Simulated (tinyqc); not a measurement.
Donor level screened by free carriers (Yukawa potential): sweeps and comparisons. A value that a table varies takes the place of the one given here.

Potential -(q/(eps r)) exp(-ks r), q = e^2/(4 pi eps0). In units Ry* = Ry m/eps^2 and a* = a0 eps/m the problem is [-Laplacian - 2 exp(-x r)/r] psi = E psi with x = ks a*.

Converged values use 18 functions exp(-z r), z = 1.55^i, i = -11 to 6: S = 2/A^3, H = z_i z_j S - 2/(A + x)^2, A = z_i + z_j.

Screening wave number: Debye ks^2 = 4 pi q n/(eps kB T); Thomas-Fermi ks^2 = 6 pi q n/(eps EF) with EF = c (3 pi^2 n/gv)^(2/3)/m, c = hbar^2/2m0; the two are joined by 1/ks^2 = sqrt(1/ks_D^4 + 1/ks_TF^4). 1e18/cm^3 = 1e-6/angstrom^3, q = e^2/(4 pi eps0).

Constants: e^2/(4 pi eps0) = 14.39964547 eV angstrom; kB = 8.617333262e-05 eV/K; hbar^2/2m0 = 3.80998211 eV angstrom^2; Ry = 13.60569312 eV; a0 (Bohr radius) = 0.5291772105 angstrom.

Values chosen for the exercise (near those of a donor in Ge, with one mean mass; not measured data):
- xs = (0.06, 0.1, 0.3, 0.44, 0.68, 0.84, 1.1) (values of x)
- m = 0.177 m0 (mass)
- eps = 16 (dielectric constant)
- gv = 4 (valleys)
- T = 300 K (temperature)
- nl = (0.0063, 0.021, 0.063, 0.21, 0.63, 2.1, 6.3) x 1e18/cm^3 (densities)
- n = 0.21 x 1e18/cm^3 (free-carrier density)

## Towards the loss of the bound state

First order (-1 + 2x), one-parameter (minimum of z^2 - 8 z^3/(2z + x)^2) and converged 1s energies in Ry*, and the mean radius in a*; a dash marks an unbound result.

Results:
```
x     first order  trial function  converged   <r>
0.06      -0.8800         -0.8852    -0.8852  1.50
0.10      -0.8000         -0.8141    -0.8141  1.51
0.30      -0.4000         -0.5146    -0.5153  1.61
0.44      -0.1200         -0.3523    -0.3545  1.73
0.68            -         -0.1482    -0.1562  2.14
0.84            -         -0.0574    -0.0715  2.75
1.10            -               -    -0.0046  8.28
```

What can be read from the table?

First order loses the state at x = 0.5, the trial function reaches zero energy at x = 1.00, and the exact limit is 1.19. The radius starts at 1.5 a*, grows slowly at first (1.61 at x = 0.30), then steadily, and swells towards the end (8.3 at 1.10), where a single exponential fails: the binding vanishes as the square of the distance from 1.19.

## Binding against carrier density

Ry* = 9.4071 meV
a* = 47.835 angstrom

x from the joined ks; converged 1s binding (dash: x above 1.17, at or past the limit 1.19 where the state unbinds).

Results:
```
n (1e18/cm^3)  EF/kB T  1/ks (angstrom)      x  binding (meV)  n^(1/3) a*
0.0063            0.01            602.4  0.079           8.00       0.088
0.021             0.02            329.9  0.145           6.95       0.132
0.063             0.05            190.5  0.251           5.46       0.190
0.21              0.11            104.5  0.458           3.17       0.284
0.63              0.23             60.6  0.789           0.89       0.410
2.1               0.52             33.9  1.410              -       0.613
6.3               1.08             21.1  2.263              -       0.883
```

What can be read from the table?

The binding falls from 8.0 to 0.9 meV (bare value 9.4); it passes half the bare value between 0.063 and 0.21 x 1e18/cm^3. The level is unbound, or bound by less than 0.001 Ry*, from 2.1 x 1e18/cm^3 on; as the density rises, it is lost by the time n^(1/3) a* reaches 0.61. x grows with exponent 0.50 in n at the start and 0.43 at the end (1/2 for Debye, 1/6 for Thomas-Fermi screening). The level survives to n^(1/3) a* = 0.41, past the 0.26 of the Mott rule, which corresponds to x = 1 for one valley with degenerate screening; here the level lasts until x = 1.19, the screening is at most the degenerate value, and overlap of donors is left out.

## What each parameter does

Ry* = Ry m/eps^2, a* = a0 eps/m, x = ks a* with the joined ks; converged binding. Each row changes one parameter from the base and keeps the others.

Results:
```
case                   1/ks (angstrom)      x  binding in Ry*  binding (meV)
base                             104.5  0.458           0.336           3.17
n = 0.105 x 1e18/cm^3            147.6  0.324           0.485           4.56
T = 270 K                         99.1  0.482           0.313           2.94
m = 0.198 m0                     104.4  0.409           0.387           4.07
eps = 14.7                       100.1  0.439           0.356           3.96
gv = 5                           104.4  0.458           0.336           3.16
```

What does this show?

The largest shifts from the base row, up to three for each result and ties (the steps differ in size, so this ranks the rows, not the parameters). 1/ks (angstrom): n +43.2, T -5.3, eps -4.3. x: n -0.134, m -0.048, T +0.025; unchanged at the printed digits by gv. binding in Ry*: n +0.149, m +0.050, T -0.024; unchanged at the printed digits by gv. binding (meV): n +1.40, m +0.90, eps +0.80.

Program tinyqc; command `OMP_NUM_THREADS=1 python tinyqc.py 1250641 1250642 out.jsonl`; about 0.01 s on one thread of a shared Intel(R) Xeon(R) Processor @ 2.30GHz.
